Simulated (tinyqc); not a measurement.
From results back to parameters: two-node Weyl semimetal on a cubic lattice and its slab. Three cases, with inputs chosen for the exercise.

Problem. Along (0,0,kz) the levels of the bulk are -/+ |M|, M = tz (cos k0 - cos kz), with nodes at +/-k0, 0 < k0 < pi. The planes with M < 0, that is |kz| < k0, each carry a Chern number of size one. The gaps at kz = 0 and pi come from hidden tz and k0.

Find: tz; k0; |sigma_xy| = k0/pi.

Method. The gaps are 2 tz (1 - cos k0) and 2 tz (1 + cos k0): their sum is 4 tz, and the gap at pi less the gap at 0, over the sum, is cos k0.

Case 1.

gaps 2|M| (eV): kz = 0 2.61914, kz = pi 1.98086

Solution.

tz = 1.150 eV
k0 = 1.710 1/a
|sigma_xy| = k0/pi = 0.544 e^2/(h a)

Case 2.

gaps 2|M| (eV): kz = 0 0.27996, kz = pi 4.12004

Solution.

tz = 1.100 eV
k0 = 0.510 1/a
|sigma_xy| = k0/pi = 0.162 e^2/(h a)

Case 3.

gaps 2|M| (eV): kz = 0 0.32022, kz = pi 0.99978

Solution.

tz = 0.330 eV
k0 = 1.030 1/a
|sigma_xy| = k0/pi = 0.328 e^2/(h a)

Computed by tinyqc, one run a case: `OMP_NUM_THREADS=1 python tinyqc.py N N+1 out.jsonl` with N = 1452168, 1452290, 1452427; one thread of a shared Intel(R) Xeon(R) Processor @ 2.30GHz, about 0.2 s a run at most.
